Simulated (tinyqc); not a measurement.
CIS on RHF in the sto-3g basis, for H4, spin multiplicity 1, step by step. One step of it, computed by the program tinyqc.

Problem. Integrals over molecular orbitals. (pq|rs) = sum C_ip C_jq C_kr C_ls (ij|kl), one index at a time.

coefficients C:
```
            MO1        MO2        MO3        MO4
1H 1s  0.354524   0.451602   0.744596  -0.720717
2H 1s  0.409009   0.400099  -0.623660   0.879816
3H 1s  0.409009  -0.400099  -0.623660  -0.879816
4H 1s  0.354524  -0.451602   0.744596   0.720717
```

core Hamiltonian H = T + V (hartree), lower triangle:
```
           1H 1s      2H 1s      3H 1s      4H 1s
1H 1s  -1.368694
2H 1s  -0.969991  -1.551054
3H 1s  -0.097861  -0.433952  -1.551054
4H 1s  -0.014761  -0.097861  -0.969991  -1.368694
```

Two-electron integrals (ij|kl) in chemists' order, unique and non-zero (hartree):
```
(11|11) 0.774606   (21|11) 0.335948   (21|21) 0.182499   (22|11) 0.496658
(22|21) 0.335948   (22|22) 0.774606   (31|11) 0.019579   (31|21) 0.012151
(31|22) 0.026351   (31|31) 0.001102   (32|11) 0.071870   (32|21) 0.049432
(32|22) 0.121150   (32|31) 0.005445   (32|32) 0.029731   (33|11) 0.210065
(33|21) 0.137942   (33|22) 0.331019   (33|31) 0.019579   (33|32) 0.121150
(33|33) 0.774606   (41|11) 0.002063   (41|21) 0.001351   (41|22) 0.003118
(41|31) 0.000141   (41|32) 0.000750   (41|33) 0.003118   (41|41) 0.000019
(42|11) 0.011991   (42|21) 0.008078   (42|22) 0.019579   (42|31) 0.000961
(42|32) 0.005445   (42|33) 0.026351   (42|41) 0.000141   (42|42) 0.001102
(43|11) 0.094265   (43|21) 0.059822   (43|22) 0.137942   (43|31) 0.008078
(43|32) 0.049432   (43|33) 0.335948   (43|41) 0.001351   (43|42) 0.012151
(43|43) 0.182499   (44|11) 0.152852   (44|21) 0.094265   (44|22) 0.210065
(44|31) 0.011991   (44|32) 0.071870   (44|33) 0.496658   (44|41) 0.002063
(44|42) 0.019579   (44|43) 0.335948   (44|44) 0.774606
```

Give: one-electron integrals over orbitals h = C^T H C; Two-electron integrals over orbitals.

Solution.

one-electron integrals over orbitals h = C^T H C (hartree), lower triangle:
```
         1        2        3        4
1  -1.6313
2   0.0000  -1.5402
3   0.1041   0.0000  -1.0946
4   0.0000  -0.0952   0.0000  -0.9239
```

Two-electron integrals over orbitals (pq|rs), unique and non-zero (hartree):
```
(11|11) 0.4319    (21|21) 0.2053    (22|11) 0.4254    (22|22) 0.4330
(31|11) -0.0388   (31|22) -0.0028   (31|31) 0.1053    (32|21) 0.0596
(32|32) 0.0997    (33|11) 0.4221    (33|22) 0.4232    (33|31) -0.0098
(33|33) 0.4391    (41|21) 0.0161    (41|32) -0.0808   (41|41) 0.0901
(42|11) 0.0479    (42|22) 0.0155    (42|31) -0.1039   (42|33) 0.0128
(42|42) 0.1084    (43|21) -0.1991   (43|32) -0.0614   (43|41) -0.0137
(43|43) 0.2118    (44|11) 0.4478    (44|22) 0.4415    (44|31) -0.0429
(44|33) 0.4526    (44|42) 0.0523    (44|44) 0.4863
```
